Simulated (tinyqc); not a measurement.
Inside a calculation. Method: sp3 tight binding, zinc-blende lattice. Computed by tinyqc, a small Python program that keeps every step. Command: `OMP_NUM_THREADS=1 python tinyqc.py 26531 26532 out.jsonl` (the two numbers bound the seeds that draw the settings). One thread of a shared host (Intel(R) Xeon(R) Processor @ 2.60GHz), about 0.01 s of CPU time with the checks.

## Bloch Hamiltonian at k

Parameters chosen for this model: zinc-blende lattice, anion at 0, cation at a/4 (1,1,1); V = eta hbar^2 / (m d^2), hbar^2/m = 7.619964 eV angstrom^2:
```
parameter          value      unit
a               3.520000  angstrom
d               1.524205  angstrom
Es anion      -11.360000        eV
Ep anion       -5.770000        eV
Es cation     -11.360000        eV
Ep cation      -5.770000        eV
eta ss         -1.400000
eta sp          1.840000
eta pp sigma    3.240000
eta pp pi      -0.810000
V ss           -4.591920        eV
V sp            6.035095        eV
V pp sigma     10.627016        eV
V pp pi        -2.656754        eV
```

k point k (2 pi / a): 0.700000  -0.430000  -0.160000

Slater-Koster rules over the four bonds with direction cosines (l, m, n): ss V_ss; s-px l V_sp; px-s -l V_sp; px-px l^2 V_pps + (1 - l^2) V_ppp; px-py l m (V_pps - V_ppp); each times exp(i k.d).

H(k) at k (eV):
```
                      a s                a px                  a py                  a pz
a s            -11.360000            0.000000              0.000000              0.000000
a px             0.000000           -5.770000              0.000000              0.000000
a py             0.000000            0.000000             -5.770000              0.000000
a pz             0.000000            0.000000              0.000000             -5.770000
c s   -6.303361-2.544731i  0.983868+9.387187i   -2.410220-3.831914i   -7.520555-1.228068i
c px  -0.983868-9.387187i  2.431297+0.981539i    9.557108+1.560627i    3.062903+4.869590i
c py   2.410220+3.831914i  9.557108+1.560627i    2.431297+0.981539i  -1.250298-11.929220i
c pz   7.520555+1.228068i  3.062903+4.869590i  -1.250298-11.929220i    2.431297+0.981539i

                      c s                 c px                  c py                  c pz
a s   -6.303361+2.544731i  -0.983868+9.387187i    2.410220-3.831914i    7.520555-1.228068i
a px   0.983868-9.387187i   2.431297-0.981539i    9.557108-1.560627i    3.062903-4.869590i
a py  -2.410220+3.831914i   9.557108-1.560627i    2.431297-0.981539i  -1.250298+11.929220i
a pz  -7.520555+1.228068i   3.062903-4.869590i  -1.250298+11.929220i    2.431297-0.981539i
c s            -11.360000             0.000000              0.000000              0.000000
c px             0.000000            -5.770000              0.000000              0.000000
c py             0.000000             0.000000             -5.770000              0.000000
c pz             0.000000             0.000000              0.000000             -5.770000
```

## Levels at k

Diagonalise the Hermitian matrix.

eigenvalues (eV): -25.771886  -23.652397  -20.869099  -19.622515  4.695001  6.296581  9.025940  12.558376

weights |c|^2 of the basis functions:
```
        band 1    band 2    band 3    band 4    band 5    band 6    band 7    band 8
a s   0.225853  0.233133  0.055919  0.061331  0.308880  0.081848  0.009968  0.023069
a px  0.143091  0.010203  0.010923  0.295319  0.087621  0.288070  0.031889  0.132885
a py  0.099731  0.093367  0.166612  0.136643  0.001309  0.010189  0.306860  0.185288
a pz  0.031326  0.163297  0.266547  0.006707  0.102190  0.119893  0.151283  0.158758
c s   0.225853  0.233133  0.055919  0.061331  0.308880  0.081848  0.009968  0.023069
c px  0.143091  0.010203  0.010923  0.295319  0.087621  0.288070  0.031889  0.132885
c py  0.099731  0.093367  0.166612  0.136643  0.001309  0.010189  0.306860  0.185288
c pz  0.031326  0.163297  0.266547  0.006707  0.102190  0.119893  0.151283  0.158758
```

## Bloch Hamiltonian at L

k point L (2 pi / a): 0.500000  0.500000  0.500000

As before.

H(k) at L (eV):
```
                      a s                 a px                 a py                 a pz
a s            -11.360000             0.000000             0.000000             0.000000
a px             0.000000            -5.770000             0.000000             0.000000
a py             0.000000             0.000000            -5.770000             0.000000
a pz             0.000000             0.000000             0.000000            -5.770000
c s   -6.493956-6.493956i   4.927635+4.927635i   4.927635+4.927635i   4.927635+4.927635i
c px  -4.927635-4.927635i   2.504812+2.504812i  -6.262029-6.262029i  -6.262029-6.262029i
c py  -4.927635-4.927635i  -6.262029-6.262029i   2.504812+2.504812i  -6.262029-6.262029i
c pz  -4.927635-4.927635i  -6.262029-6.262029i  -6.262029-6.262029i   2.504812+2.504812i

                      c s                 c px                 c py                 c pz
a s   -6.493956+6.493956i  -4.927635+4.927635i  -4.927635+4.927635i  -4.927635+4.927635i
a px   4.927635-4.927635i   2.504812-2.504812i  -6.262029+6.262029i  -6.262029+6.262029i
a py   4.927635-4.927635i  -6.262029+6.262029i   2.504812-2.504812i  -6.262029+6.262029i
a pz   4.927635-4.927635i  -6.262029+6.262029i  -6.262029+6.262029i   2.504812-2.504812i
c s            -11.360000             0.000000             0.000000             0.000000
c px             0.000000            -5.770000             0.000000             0.000000
c py             0.000000             0.000000            -5.770000             0.000000
c pz             0.000000             0.000000             0.000000            -5.770000
```

## Levels at L

As before.

eigenvalues (eV): -26.043493  -24.916782  -18.168185  -18.168185  3.927979  6.628185  6.628185  12.772296

## Bands along a path

The same steps at evenly spaced points between the labelled ones.

Bands along the path (eV):
```
k             band 1      band 2      band 3      band 4    band 5    band 6     band 7     band 8
L         -26.043493  -24.916782  -18.168185  -18.168185  3.927979  6.628185   6.628185  12.772296
L-G 0.20  -26.970428  -23.472929  -17.762893  -17.762893  4.075767  6.222893   6.222893  12.107591
L-G 0.40  -28.036486  -20.883756  -16.630428  -16.630428  4.373193  5.090428   5.090428  10.287048
L-G 0.60  -28.917170  -17.637860  -15.041394  -15.041394  3.501394  3.501394   4.213712   8.081318
L-G 0.80  -29.514747  -14.413314  -13.521010  -13.521010  1.981010  1.981010   2.565083   7.102978
G         -29.727682  -12.854677  -12.854677  -12.854677  1.314677  1.314677   1.314677   7.007682
G-X 0.20  -29.438750  -14.450769  -14.450769  -13.456036  1.577975  2.910769   2.910769   7.056811
G-X 0.40  -28.571835  -17.654175  -17.654175  -15.108272  2.313693  6.114175   6.114175   7.106415
G-X 0.60  -27.136188  -20.691901  -20.691901  -17.459319  3.374204  6.961303   9.151901   9.151901
G-X 0.80  -25.173174  -22.756494  -22.756494  -20.125715  4.556534  6.482355  11.216494  11.216494
X         -23.481693  -23.481693  -22.779946  -22.779946  5.649946  5.649946  11.941693  11.941693
X-W 0.20  -23.481693  -23.481693  -22.779946  -22.779946  5.649946  5.649946  11.941693  11.941693
X-W 0.40  -23.481693  -23.481693  -22.779946  -22.779946  5.649946  5.649946  11.941693  11.941693
X-W 0.60  -23.481693  -23.481693  -22.779946  -22.779946  5.649946  5.649946  11.941693  11.941693
X-W 0.80  -23.481693  -23.481693  -22.779946  -22.779946  5.649946  5.649946  11.941693  11.941693
W         -23.481693  -23.481693  -22.779946  -22.779946  5.649946  5.649946  11.941693  11.941693
```

With 4 band(s) filled, the highest filled level on these points lies at G and the lowest empty one at G: a gap of 14.1694 eV, direct.
